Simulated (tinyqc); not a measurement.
# Changing the width sigma_m of the model charge

Model: correction of a charged-defect supercell by a model charge and potential alignment (plane-averaged potentials). Computed by tinyqc, a small Python program. Command: `OMP_NUM_THREADS=1 python tinyqc.py 3111555 3111556 out.jsonl align sweep`. One thread of a shared host (Intel(R) Xeon(R) Processor @ 2.30GHz), about 0.02 s of CPU time with the checks.

The "true" defect charge is (1 - x) q in a Gaussian of width sigma plus x q in one of width sigma_t, so the exact answer is known; the correction sees only a single model Gaussian of width sigma_m. A Gaussian of width s has the transform rho(G) = exp(-G^2 s^2/2), normalised to 1. A uniform background cancels q, so G = 0 is left out. Potentials are those felt by a unit positive charge. E_0 is the formation energy of the isolated defect, E_cell its value in the supercell, E_lat = E_iso - E_per of the model charge, C the true less the model potential far from the defect; the exact correction is E_0 - E_cell, and the error of a scheme is E_cell plus its correction less E_0.

Inputs (values chosen for the exercise, with screening close to that of silicon): defect charge q = 2 e; dielectric constant eps = 11.6; edge of the cubic cell L = 19.2 angstrom; width sigma of the true defect charge = 1.6 angstrom; share x of the charge in a wide tail = 0; width sigma_t of the tail = 2.7 angstrom; formation energy of the isolated defect E_0 = 3.48 eV.

Constants: e^2/(4 pi eps_0) = 14.39964548 eV angstrom.

Method:
- Periodic energy E_per = (2 pi q^2/(eps L^3)) (e^2/(4 pi eps_0)) sum_(G != 0) rho(G)^2/G^2, G = (2 pi/L)(n1, n2, n3), |n_i| <= 16. Isolated energy: two Gaussians of charges q_a, q_b and widths a, b interact by q_a q_b (e^2/(4 pi eps_0 eps)) sqrt(2/pi)/sqrt(a^2 + b^2), and the self-energy is half the sum over pairs.
- Supercell value E_cell = E_0 + E_per - E_iso for the true charge.
- E_lat = E_iso - E_per for the model charge; point-charge value alpha q^2 e^2/(4 pi eps_0 eps 2 L) with alpha = 2.837297.
- Plane-averaged potential at distance z from the defect: V(z) = (4 pi q/(eps L^3)) (e^2/(4 pi eps_0 e)) sum_(m != 0) rho(G_m) cos(G_m z)/G_m^2, G_m = 2 pi m/L, |m| <= 40.
- C = difference at z = L/2; E_corr = E_cell + E_lat - q C. For charges that have died out at L/2, C = (2 pi q/(eps L^3)) (e^2/(4 pi eps_0 e)) (<s^2> - sigma_m^2), <s^2> = (1 - x) sigma^2 + x sigma_t^2.

One run for each value; columns: (1) width sigma_m of the model charge (angstrom); (2) E_lat (eV); (3) alignment C (V); (4) error without alignment (meV); (5) error with alignment (rounded to 1e-4 meV) (meV):
```
(1)      (2)        (3)         (4)        (5)
0.96  0.3628   0.003611   7.222e+00          0
1.10  0.3615   0.002975   5.951e+00          0
1.30  0.3594   0.001917   3.835e+00          0
1.40  0.3582   0.001322   2.645e+00          0
1.60  0.3556   0.000000   2.000e-08          0
1.80  0.3526  -0.001499  -2.997e+00          0
1.90  0.3510  -0.002314  -4.628e+00          0
2.10  0.3474  -0.004077  -8.155e+00  -3.00e-04
```

Over the rows, E_lat (eV) falls from 0.363 to 0.347 (exponent d ln y / d ln x -0.026 between the first rows and -0.10 between the last); alignment C (V) falls from 0.00361 to -0.00408; error without alignment (meV) falls from 7.22 to -8.15. E_lat and q C each change with the model width, by 15 and 15 meV over the rows, while the aligned error changes by 0.0 meV.
